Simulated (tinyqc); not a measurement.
Koster-Slater impurity in a tight-binding band, by Green functions and by supercells: one step, computed by the program tinyqc.

One orbital per site, e(k) = -2 t sum cos(k_i) over 3 direction(s), band from -6 t to 6 t, lattice constant 1. One site has the extra energy U. Spin is left out.

Question. Scattering. T = U/(1 - U G0); phase shift delta = -arg(1 - U G0) in (-pi, pi]; host density of states -Im G0/pi; on the impurity -Im[G0/(1 - U G0)]/pi; lifetime of a band state hbar/(-2 c Im T).

Inputs (values chosen for the exercise, for a model band): impurity potential U = 9.74 eV; impurity concentration c = 0.0004 per site.

Lattice: simple cubic.

G0(E + i eta) = 0.0185978-0.2450588i 1/eV

Constants: hbar = 6.582119569e-16 eV s.

Give: T matrix; phase shift delta; host density of states; density of states on the impurity; scattering lifetime.

Answer.

T matrix = 1.253-3.651i eV

phase shift delta = -1.240 rad

host density of states = 0.07800 1/eV

density of states on the impurity = 0.01225 1/eV

scattering lifetime = 225.4 fs

The Born approximation would take Im T = U^2 Im G0 = -23.2 eV, 6.37 times the full value.
